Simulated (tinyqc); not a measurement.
# From total forward current back to forward bias V

Model: trap-assisted generation and recombination current of an abrupt junction. Computed by tinyqc, a small Python program. Command: `OMP_NUM_THREADS=1 python tinyqc.py 3019425 3019426 out.jsonl junctionleak inv`. One thread of a shared host (Intel(R) Xeon(R) Processor @ 2.30GHz), about 0.06 s of CPU time with the checks.

Depletion approximation, flat quasi-Fermi levels across the depleted layer, long neutral regions with minority lifetimes tau_n and tau_p, full ionisation and Boltzmann statistics. Voltages in exponents stand for e V.

Inputs (values chosen for the exercise, for a model semiconductor): gap E_g = 1.29 eV; electron mass m_e = 0.0601 m_0; valleys M_c = 1; hole mass m_h = 0.541 m_0; dielectric constant eps = 11.9; acceptor density N_A = 1e+15 cm^-3; donor density N_D = 4.5e+17 cm^-3; capture time tau_n = 7e-07 s; capture time tau_p = 1.2e-08 s; trap level E_t - E_i = 0 eV; electron diffusion coefficient D_n = 7.9 cm^2/s; hole diffusion coefficient D_p = 2.3 cm^2/s; temperature T = 250 K; tunnelling mass m_t = 0.2 m_0.

Field enhancement: Hurkx tunnelling factor.

Constants: k_B = 8.617333262e-05 eV/K; m_0 = 9.1093837015e-31 kg; k_B = 1.380649e-23 J/K; h = 6.62607015e-34 J s; e = 1.602176634e-19 C; eps_0 = 8.8541878128e-12 F/m; hbar = 1.054571817e-34 J s.

Method:
- N_c = 2 M_c (2 pi m_e k_B T/h^2)^(3/2) and N_v = 2 (2 pi m_h k_B T/h^2)^(3/2), masses in units of m_0.
- n_i = sqrt(N_c N_v) exp(-E_g/2 k_B T); V_bi = (k_B T/e) ln(N_A N_D/n_i^2); diffusion saturation current J_d0 = e n_i^2 [sqrt(D_n/tau_n)/N_A + sqrt(D_p/tau_p)/N_D].
- W = sqrt(2 eps eps_0 (V_bi - V)(1/N_A + 1/N_D)/e), x_p = W N_D/(N_A + N_D), x_n = W - x_p, peak field F_m = 2 (V_bi - V)/W; reverse bias means V = -V_r.
- Both capture times are divided by 1 + Gamma, Gamma = 2 sqrt(3 pi) (F/F_G) exp((F/F_G)^2), F_G = sqrt(24 m_t (k_B T)^3)/(e hbar) (the low-field Hurkx form), F being the local field, linear in x from 0 at the edges to F_m.
- Potential from the p edge: phi = (V_bi - V) x^2/(x_p W) on the p side and (V_bi - V)[1 - (W - x)^2/(x_n W)] on the n side; p = N_A exp(-phi/k_B T), n = n_i^2 exp(V/k_B T)/p; U = (n p - n_i^2)/[tau_p (n + n_i exp(dE/k_B T)) + tau_n (p + n_i exp(-dE/k_B T))], dE = E_t - E_i, n1 = n_i exp(dE/k_B T), p1 = n_i exp(-dE/k_B T); J_t = e int U dx by the trapezoid rule on 400 intervals on each side.
- Total J = J_t + J_d0 (exp(V/k_B T) - 1); ideality n = (e/k_B T) dV/d ln J, central difference of 1 mV.

Problem. A run gave the result below. Find the forward bias V, known to lie between 0.27 and 0.57 V.

total forward current = 1.819243e-09 A/cm^2

Solution.

Each step takes the trial c = (a f_b - b f_a)/(f_b - f_a), f being the result less the target and a, b, c the logarithms of the listed values; c replaces end b, the old b replaces a if the sign of f changed, and otherwise f_a is halved.

Scan of the range:
```
forward bias V (V)  total forward current (A/cm^2)
0.270                                  5.21657e-10
0.306                                  1.22873e-09
0.346                                  3.18168e-09
0.392                                  9.51131e-09
0.444                                  3.28771e-08
0.503                                  1.34904e-07
0.570                                  6.76829e-07
```

False position (Illinois rule, in the logarithm of the input) inside the bracket:
```
step     end a     end b     trial  total forward current (A/cm^2)
1     0.306000  0.346000  0.317581                     1.61838e-09
2     0.346000  0.317581  0.321097                     1.75956e-09
3     0.346000  0.321097  0.323035                     1.84256e-09
4     0.321097  0.323035  0.322490                     1.81880e-09
5     0.323035  0.322490  0.322500                     1.81924e-09
6     0.323035  0.322500  0.322500                     1.81925e-09
7     0.322500  0.322500  0.322500                     1.81924e-09
```

Total forward current rises at every point of a 13-point scan of the range (every second point is shown), so one value fits; it is bracketed by 0.306 and 0.346. Answer: forward bias V = 0.3225 V.

Caution: one side is doped near or above its effective density of states, so Boltzmann statistics understate V_bi.
